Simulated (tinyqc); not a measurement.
From results back to parameters: overlap of hydrogenic dopants: pairs, impurity band and the Mott density. Two cases, with inputs chosen for the exercise.

Problem. Ry* = Ry m/eps^2, aB = a0 eps/m, and the Mott density is (0.26/aB)^3 (1/angstrom^3 = 1e24/cm^3). Binding energy and critical density come from a hidden mass and dielectric constant.

Constants: Ry = 13.60569312 eV; a0 (Bohr radius) = 0.5291772105 angstrom.

Case 1.

binding energy = 64.51772 meV
critical density = 1.050449e+19 1/cm^3

Case 2.

binding energy = 5.07675 meV
critical density = 1.482609e+16 1/cm^3

Find: aB; eps; m.

Solution. aB = 0.26/n^(1/3); the product Ry* aB = Ry a0/eps gives eps, and m = a0 eps/aB.

Case 1.

aB = 11.87 angstrom
eps = 9.40
m = 0.419 m0

Case 2.

aB = 105.84 angstrom
eps = 13.40
m = 0.067 m0

Computed by tinyqc, one run a case: `OMP_NUM_THREADS=1 python tinyqc.py N N+1 out.jsonl` with N = 1451241, 1451242; one thread of a shared Intel(R) Xeon(R) Processor @ 2.30GHz, about 0.01 s a run at most.
